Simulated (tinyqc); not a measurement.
From results back to parameters: Landau levels of a parabolic two-dimensional band. Two cases, with inputs chosen for the exercise.

Problem. The amplitude of Shubnikov-de Haas oscillations carries the factor X/sinh X with X = 2 pi^2 kB T/(hbar wc), hbar wc = 2 muB B_s/m. The ratio of the amplitudes at T2 and T1 was computed from a hidden mass.

Constants: kB = 8.617333262e-05 eV/K; muB = 5.788381798e-05 eV/T.

Case 1.

Values chosen (out of a larger set: near those of a two-dimensional electron gas in Ge (111); not measured data): T1 = 1.1 K (lower temperature); T2 = 2.7 K (higher temperature); B_s = 1.55 T (field of the oscillation).

A(T2)/A(T1) = 0.610058

Case 2.

Values chosen (out of a larger set: near those of a two-dimensional electron gas in Ge (111); not measured data): T1 = 1.3 K (lower temperature); T2 = 2.4 K (higher temperature); B_s = 1.06 T (field of the oscillation).

A(T2)/A(T1) = 0.493902

Find: X at T1; m.

Solution. The ratio (T2/T1) sinh(X1)/sinh(X1 T2/T1) falls steadily with X1, so one X1 fits; m = X1 muB B_s/(pi^2 kB T1).

Case 1.

X at T1 = 0.822
m = 0.0788 m0

Case 2.

X at T1 = 1.503
m = 0.0834 m0

Computed by tinyqc, one run a case: `OMP_NUM_THREADS=1 python tinyqc.py N N+1 out.jsonl` with N = 1250223, 1250461; one thread of a shared Intel(R) Xeon(R) Processor @ 2.30GHz, about 0.01 s a run at most.
